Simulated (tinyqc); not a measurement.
# Changing the heating rate beta

Model: adsorption as a lattice gas: isotherms with interactions, competition, desorption peaks and saturation dose. Computed by tinyqc, a small Python program. Command: `OMP_NUM_THREADS=1 python tinyqc.py 3004144 3004145 out.jsonl adsorb sweep`. One thread of a shared host (Intel(R) Xeon(R) Processor @ 2.30GHz), about 0.01 s of CPU time with the checks.

One adsorbate per site; a molecule needs 1 empty site. Gas and surface have the same temperature.

Inputs (values chosen for the exercise, for a model surface): desorption energy E = 1.07 eV; prefactor nu = 1.1e+14 1/s.

Adsorption: molecular (first order).

Constants: k_B = 8.617333262e-05 eV/K.

Method. The peak obeys E/(k_B T_p^2) = (nu/beta) exp(-E/(k_B T_p)) exactly. Redhead's shortcut, with the constant 3.46 (3.64 is also in use), reads E back as k_B T_p [ln(nu' T_p/beta) - 3.46], nu' = nu.

One run for each value:
```
heating rate beta (K/s)  peak temperature T_p (K)  E by Redhead's shortcut (eV)
0.1                                         337.0                         1.074
0.31                                        347.1                         1.074
0.99                                        358.1                         1.073
3.1                                         369.6                         1.072
9.7                                         381.8                         1.071
30                                          394.7                         1.070
96                                          408.9                         1.068
300                                         423.8                         1.067
```

What does the table show, and why?

Over the rows, peak temperature T_p (K) rises from 337 to 424 (exponent d ln y / d ln x 0.026 between the first rows and 0.031 between the last); E by Redhead's shortcut (eV) falls from 1.074 to 1.067 (exponent d ln y / d ln x -6.2e-4 between the first rows and -0.0011 between the last). The slope of ln(beta/T_p^2) against 1/T_p gives E = 1.070 eV without knowledge of nu.

Extremes, crossings and ranges named in words are read from the listed rows.
